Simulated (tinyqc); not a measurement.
# A chain with a side-coupled site and dephasing by Buettiker voltage probes: effects of single changes

Sites 1 to 5 form a chain with hopping -t, and site 6 hangs on site 2 by -ts. Lead L joins site 1 and lead R site 5, both semi-infinite chains with hopping -t and site energy 0. Every site carries a probe with self-energy -i Gamma_p/2 that draws no net current. Linear response at zero temperature: mu_L = 1, mu_R = 0 in units of the bias.

Inputs (values chosen for the exercise): hopping (matrix element -t) t = 1 eV; site energies 1 to N U = [0, 0, 0, 0, 0, -0.83] eV; Fermi energy E = -0.83 eV; probe broadening Gamma_p gp = 0.074 eV; hopping from site 2 to the side site 6 ts = 0.33 eV.

Constants: q = 1.602176634e-19 C, h = 6.62607015e-34 J s. Results are converted to the units shown.

Each table varies one quantity; the others keep the values above.

## Coherent and dephased transmission against energy

Sigma = t^2 g(E), g(x) = (x - i sqrt(4 t^2 - x^2))/(2 t^2) for |x| < 2 t and (x - sign(x) sqrt(x^2 - 4 t^2))/(2 t^2) otherwise; Gamma = -2 Im Sigma; G = (E - H - Sigma_L - Sigma_R + i Gamma_p/2)^(-1). With Gamma the broadening by one lead, T_RL = Gamma^2 |G_(5,1)|^2, T_pL = Gamma Gamma_p |G_(p,1)|^2, T_pR = Gamma Gamma_p |G_(p,5)|^2, T_pq = Gamma_p^2 |G_(p,q)|^2 for p != q. No current into probe p: W mu = T_pL with W_pp = T_pL + T_pR + sum_q T_pq and W_pq = -T_pq. Then T_eff = T_RL + sum_p T_pR mu_p, and the resistance is (h/2q^2)/T_eff. Without probes means Gamma_p = 0.

Results:
```
E (eV)	T without probes	T_eff
-1.8	0.98369	0.82056
-1.2	0.96727	0.85868
-0.9	0.56860	0.55563
-0.6	0.94198	0.83242
-0.3	0.98932	0.89807
0	0.99571	0.90927
0.3	0.99763	0.91170
0.6	0.99841	0.91013
0.9	0.99876	0.90506
1.2	0.99888	0.89537
1.5	0.99875	0.87669
1.8	0.99775	0.82631
```

Estimate the missing row, E = -1.5 eV.

Computed row:
```
E (eV)	T without probes	T_eff
-1.5	0.98513	0.86331
```

With this row back in the table: Without probes T lies between 0.569 and 0.999 in these rows, with them between 0.556 and 0.912. The probes lower it in 13 rows and raise it in 0.

## Effect of the dephasing strength

Same model as above.

Results:
```
gp (eV)	T_RL	through probes	T_eff	resistance (kohm)
0.01	0.005795	0.07107	0.07686	167.9
0.032	0.04097	0.1668	0.2078	62.12
0.056	0.08777	0.2207	0.3085	41.84
0.1	0.1591	0.2650	0.4241	30.43
0.18	0.2230	0.2949	0.5180	24.92
0.32	0.2240	0.3226	0.5466	23.61
0.56	0.1510	0.3470	0.4980	25.92
1	0.05690	0.3316	0.3885	33.22
1.8	0.009313	0.2493	0.2586	49.90
```

Estimate the missing row, gp = 0.018 eV.

Computed row:
```
gp (eV)	T_RL	through probes	T_eff	resistance (kohm)
0.018	0.01632	0.1135	0.1298	99.42
```

With this row back in the table: Without probes the transmission is 0. T_eff goes from 0.0769 through a maximum of 0.547 (at gp = 0.32 eV among the rows listed) to 0.259; the direct part goes from 0.00580 through a maximum of 0.224 (at gp = 0.32 eV among the rows listed) to 0.00931 and the part through probes goes from 0.0711 through a maximum of 0.347 (at gp = 0.56 eV among the rows listed) to 0.249. Weak dephasing raises T_eff here, and the direct part too: it spoils the destructive interference with the side site.

Program tinyqc, `OMP_NUM_THREADS=1 python tinyqc.py 2700129 2700130 out.jsonl`; Intel Xeon 2.30GHz, shared host, one thread, about 0.01 s.
